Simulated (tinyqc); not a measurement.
Comparisons within one model: quasiparticle equation with a plasmon-pole self-energy for two band edges. A value that a table varies takes the place of the one given here.

For each edge E = e + X + Sc(E), with the correlation part Sc(E) = A[0]/(E - a + w) + A[1]/(E - b - w); a and b are the valence and conduction energies that enter the Green function (a = ev, b = ec in the one-shot scheme). Z = 1/(1 - dSc/dE), dSc/dE = -A[0]/(E - a + w)^2 - A[1]/(E - b - w)^2.

Values chosen for the exercise (scales of the order of those of GaN; the results hold for these values, not for the real material):
```
symbol  value         unit  meaning
ev      0             eV    mean-field valence top
ec      1.99          eV    mean-field conduction edge
w       17.8          eV    pole energy
Av      (58.1, 24.1)  eV^2  weights of the valence state on the hole and electron poles
Ac      (25, 65.2)    eV^2  the same for the conduction state
Xv      -3.16         eV    exchange minus the mean-field potential, valence
Xc      3.2           eV    the same, conduction
```

## Schemes compared

Z = 1; linearised; exact one-shot; energies updated in G (a, b); updated in G and W, where w grows by half of the opening of the gap (a rule chosen for the exercise).

Results (eV):
```
scheme               Ev     Ec    gap  opening
mean field        0.000  1.990  1.990    0.000
Z = 1            -1.114  2.790  3.904    1.914
linearised       -0.895  2.620  3.515    1.525
one-shot, exact  -0.890  2.618  3.507    1.517
update G         -1.017  2.690  3.706    1.716
update G and W   -1.126  2.818  3.944    1.954
```

The openings run from 1.517 (one-shot, exact) to 1.954 eV (update G and W). Linearising moves the gap by 8 meV, updating G +199 meV and updating W a further +238 meV: once Z is kept, the level of self-consistency matters more than linearising.

## The starting point

The mean-field gap is opened by d (ev lowered by d/2, ec raised by d/2) and X is changed by the opposite amounts, so that e + X stays; one-shot and G-updated gaps.

Gaps (eV):
```
d    start  one-shot  update G
0.0  1.990    3.5073    3.7061
0.2  2.190    3.5314    3.7061
0.4  2.390    3.5554    3.7061
0.6  2.590    3.5791    3.7061
0.9  2.890    3.6144    3.7061
1.2  3.190    3.6493    3.7061
1.6  3.590    3.6952    3.7061
```

The one-shot gap moves by a fraction 0.12 of any change of the starting gap, while the updated gap, 3.7061 eV, does not depend on it. The two agree where the start already equals the result, near d = 1.72 eV. A real change of starting point alters the orbitals and the screening too; this model holds both fixed.

## What each parameter does

Exact one-shot edges and Z of the valence state there. Each row changes one parameter from the base and keeps the others.

Results:
```
case                   Ev (eV)  Ec (eV)  gap (eV)       Z
base                   -0.8896   2.6176    3.5073  0.7939
w = 18.69 eV           -0.9897   2.7259    3.7156  0.8086
Xv = -3.26 eV          -0.9690   2.6176    3.5866  0.7930
Xc = 3.3 eV            -0.8896   2.6956    3.5853  0.7939
ec = 2.09 eV           -0.8852   2.7130    3.5982  0.7943
Av = (61, 24.1) eV^2   -0.7544   2.6176    3.3721  0.7892
Ac = (25, 68.46) eV^2  -0.8896   2.4705    3.3602  0.7939
```

The largest shifts from the base row, up to three for each result and ties (the steps differ in size, so this ranks the rows, not the parameters). Ev (eV): Av +0.1352, w -0.1001, Xv -0.0793; unchanged at the printed digits by Xc and Ac. Ec (eV): Ac -0.1471, w +0.1082, ec +0.0953; unchanged at the printed digits by Xv and Av. gap (eV): w +0.2083, Ac -0.1471, Av -0.1352. Z: w +0.0146, Av -0.0047, Xv -0.0009; unchanged at the printed digits by Xc and Ac.

tinyqc: `OMP_NUM_THREADS=1 python tinyqc.py 1881125 1881126 out.jsonl`; about 0.02 s, one thread, shared Intel(R) Xeon(R) Processor @ 2.30GHz.
